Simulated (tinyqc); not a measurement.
What moves the results: heavy doping: gap narrowing, degeneracy and the minority density. A value that a table varies takes the place of the one given here.

F_j(eta) = (1/Gamma(j + 1)) integral_0^infinity x^j dx/(1 + exp(x - eta)), which tends to exp(eta) for eta << 0.

Empirical narrowing (Slotboom form, constants chosen for the exercise; published fits of this form give the apparent narrowing, here it is taken as the true one): dEg = E0 [ln(N/N0) + sqrt(ln(N/N0)^2 + C)].

Majority: N = Nc F_1/2(eta), eta the distance of EF beyond the majority band edge in kT. Degeneracy factor gam = F_1/2(eta)/exp(eta). ni0^2 = Nc Nv exp(-Eg/kT); product n p = ni0^2 gam exp(dEg/kT), dEg the true narrowing; apparent narrowing dEa = dEg + kT ln gam; minority density = n p/N.

Bipolar transistor with N as emitter doping: beta = K (N/NB) exp((dEa_B + dG - dEa_E)/kT), dEa_E = dEg(N) + kT ln gam, dEa_B = dEg(NB). For the sweep in T, Nc is scaled as (T/T0)^(3/2) from its value at T0 = T.

Constants: kB = 8.617333262e-05 eV/K.

Values chosen for the exercise (gap and densities of states near those of Si at this temperature; narrowing constants near the fits for Si; shifted at random, so the results belong to these values and not to a real crystal): Eg = 1.081 eV (gap); Nc = 4.99e+19 1/cm^3 (conduction-band density of states); Nv = 2.05e+19 1/cm^3 (valence-band density of states); T = 450 K; E0 = 7.03 meV (narrowing scale); N0 = 1.2e+17 1/cm^3 (onset density); C = 0.5 (smoothing constant); N = 6e+18 1/cm^3 (ionised donors, equal to the majority density); NB = 6e+17 1/cm^3 (base doping); K = 3.3 (ratio (D_B W_E)/(D_E W_B)); dG = 0 meV (extra narrowing of the base by alloying).

## Narrowing against degeneracy

N takes the values listed; the last column is N over the factor gam exp(dEg/kT), the doping that a simple model would need to give the same minority density.

Results:

| N (1/cm^3) | eta | gam | dEg (meV) | dEa (meV) | minority (1/cm^3) | effective doping (1/cm^3) |
|---|---|---|---|---|---|---|
| 1.0e+17 | -6.21 | 0.999 | 3.9 | 3.8 | 8.83e+09 | 9.06e+16 |
| 5.0e+17 | -4.60 | 0.996 | 21.2 | 21.1 | 2.76e+09 | 2.90e+17 |
| 1.0e+18 | -3.90 | 0.993 | 30.6 | 30.3 | 1.75e+09 | 4.57e+17 |
| 5.0e+18 | -2.27 | 0.965 | 52.9 | 51.5 | 6.04e+08 | 1.32e+18 |
| 1.0e+19 | -1.54 | 0.932 | 62.6 | 59.8 | 3.74e+08 | 2.14e+18 |
| 5.0e+19 | 0.35 | 0.705 | 85.1 | 71.6 | 1.01e+08 | 7.90e+18 |
| 1.0e+20 | 1.38 | 0.502 | 94.8 | 68.1 | 4.63e+07 | 1.73e+19 |
| 4.0e+20 | 4.66 | 0.0760 | 114.3 | 14.3 | 2.89e+06 | 2.76e+20 |
| 1.0e+21 | 8.83 | 0.00294 | 127.1 | -98.9 | 6.25e+04 | 1.28e+22 |

dEg grows steadily to 127.1 meV, while the apparent value peaks at 71.6 meV for N = 5e+19 and falls to -98.9 meV as the Fermi level enters the band (a negative value is not met in measurements: parabolic bands with a fixed mass overstate the filling). N grows by a factor 50 from the third to the sixth row and the effective doping by 17.3.

## Current gain against temperature

Gain:

| T (K) | beta | beta with dG = 0 | without narrowing |
|---|---|---|---|
| 150 | 3.52 | 3.52 | 33.0 |
| 200 | 6.02 | 6.02 | 33.0 |
| 250 | 8.36 | 8.36 | 33.0 |
| 300 | 10.4 | 10.4 | 33.0 |
| 350 | 12.2 | 12.2 | 33.0 |
| 400 | 13.8 | 13.8 | 33.0 |
| 450 | 15.2 | 15.2 | 33.0 |

dEa_B + dG - dEa_E at T0 = -30.1 meV

beta is 3.52 at 150 K and 15.2 at 450 K, since the net exponent is negative: the emitter has the larger apparent narrowing. At 300 K narrowing and degeneracy change the gain by a factor 0.316.

## What moves the minority density and the gain

All results formed anew. Each row changes one parameter from the base and keeps the others.

Results:

| case | dEg (meV) | dEa (meV) | minority (1/cm^3) | beta |
|---|---|---|---|---|
| base | 55.45 | 53.80 | 5.34e+08 | 15.2 |
| N = 1.2e+19 1/cm^3 | 65.13 | 61.84 | 3.29e+08 | 24.7 |
| E0 = 8.436 meV | 66.54 | 64.89 | 7.11e+08 | 12.9 |
| N0 = 2.4e+17 1/cm^3 | 45.80 | 44.15 | 4.16e+08 | 15.4 |
| Eg = 1.101 eV | 55.45 | 53.80 | 3.19e+08 | 15.2 |
| Nc = 6.49e+19 1/cm^3 | 55.45 | 54.18 | 7.01e+08 | 15.0 |
| NB = 1.2e+18 1/cm^3 | 55.45 | 53.80 | 5.34e+08 | 9.68 |

The largest shifts from the base row, up to three for each result and ties (the steps differ in size, so this ranks the rows, not the parameters). dEg (meV): E0 +11.09, N +9.68, N0 -9.65; unchanged at the printed digits by Eg, Nc and NB. dEa (meV): E0 +11.09, N0 -9.65, N +8.04; unchanged at the printed digits by Eg and NB. minority (1/cm^3): Eg -2.15e+08, N -2.06e+08, E0 +1.77e+08; unchanged at the printed digits by NB. beta: N +9.49, NB -5.49, E0 -2.29; unchanged at the printed digits by Eg.

Computed by tinyqc, a small Python program: `OMP_NUM_THREADS=1 python tinyqc.py 1652568 1652569 out.jsonl` (the numbers bound the seed that draws the inputs); one thread of a shared host (Intel(R) Xeon(R) Processor @ 2.30GHz), about 0.02 s for the whole set of steps.
